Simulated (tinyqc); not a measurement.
Ellipsometry and reflectance of a transparent film on an absorbing substrate: effect of the index of the transparent film.

Air (index 1), film, substrate with N2 = n2 - i k2; time factor exp(+i w t). q_j = sqrt(N_j^2 - sin^2 th), root with positive real part. Fresnel coefficients r_s = (q_a - q_b)/(q_a + q_b), r_p = (N_b^2 q_a - N_a^2 q_b)/(N_b^2 q_a + N_a^2 q_b). tan(Psi) exp(i Delta) = R_p/R_s, Delta taken from 0 to 360 degrees.

beta = 2 pi d q1/lam, X = exp(-2 i beta), R = (r01 + r12 X)/(1 + r01 r12 X) for p and s. dDelta/dd is the derivative of Delta; period lam/(2 q1).

Parameters, values chosen for the exercise; indices close to those of a porous low-k film on silicon: wavelength lam = 632.8 nm; angle of incidence th = 60 degrees; film thickness d = 170 nm; index of the substrate n2 = 3.882; extinction coefficient of the substrate k2 = 0.019.

Result of one run:

| Psi (degrees) | Delta (degrees) | \|R_p\|^2 | \|R_s\|^2 | dDelta/dd (degrees/nm) | period (nm) |
|---|---|---|---|---|---|
| 27.92 | 240.0 | 0.1191 | 0.4242 | -0.9078 | 225.3 |

Which index of the transparent film n1 gave this result: 1.45, 1.65, 1.85 or 2.65?

n1 = 1.65.

The whole series:

| n1 | Psi (degrees) | Delta (degrees) | \|R_p\|^2 | \|R_s\|^2 | dDelta/dd (degrees/nm) | period (nm) |
|---|---|---|---|---|---|---|
| 1.25 | 48.37 | 173.0 | 0.2043 | 0.1613 | 1.275 | 351.0 |
| 1.45 | 43.06 | 244.3 | 0.1658 | 0.1898 | 0.2331 | 272.1 |
| 1.65 | 27.92 | 240.0 | 0.1191 | 0.4242 | -0.9078 | 225.3 |
| 1.85 | 23.70 | 209.1 | 0.1064 | 0.5523 | -1.250 | 193.5 |
| 2.05 | 23.38 | 180.1 | 0.1098 | 0.5877 | -1.254 | 170.3 |
| 2.25 | 22.86 | 157.9 | 0.09924 | 0.5583 | -1.284 | 152.4 |
| 2.45 | 20.39 | 140.1 | 0.06605 | 0.4780 | -1.483 | 138.1 |
| 2.65 | 14.47 | 126.7 | 0.02551 | 0.3831 | -1.715 | 126.3 |

Psi falls from 48.4 to 14.5 degrees and |R_p|^2 moves up and down between 0.0255 and 0.204. The slope of Delta is largest in size, 1.72 degrees/nm, at n1 = 2.65 among the rows.

tinyqc, about 0.01 s, one thread, Intel Xeon 2.30GHz (shared host): `OMP_NUM_THREADS=1 python tinyqc.py 2870177 2870178 out.jsonl`
